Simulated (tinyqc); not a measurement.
Charge control and current of a heterostructure field-effect transistor: one step, computed by the program tinyqc. Command: `OMP_NUM_THREADS=1 python tinyqc.py 3009102 3009103 out.jsonl hemt walk`. One thread of a shared host (Intel(R) Xeon(R) Processor @ 2.30GHz), about 0.01 s of CPU time with the checks.

Two subbands in a triangular well; E_F is counted from the conduction band edge of the channel at the interface.

Problem. Threshold and barrier capacitance. Threshold V_T = phi_B - dE_c - e N_d (d - spacer)/(eps eps_0) (in volts); C_b = eps eps_0/d.

Inputs (values chosen for the exercise, modelled on AlGaAs/GaAs):
```
quantity                                  value    unit
permittivity eps (barrier and channel)     12.6       -
barrier thickness d                          39      nm
Schottky barrier phi_B                     0.92      eV
conduction band offset dE_c                 0.3      eV
delta-doping density N_d                5.1e+12  1/cm^2
spacer between delta layer and channel        4      nm
```

Charge source: delta doping. Velocity law: two-piece.

Constants: e = 1.602176634e-19 C; eps_0 = 8.8541878128e-12 F/m.

Give: threshold voltage V_T; barrier capacitance C_b.

Solution.

threshold voltage V_T = -1.943 V

barrier capacitance C_b = 0.2861 microfarad/cm^2

The device is normally on.
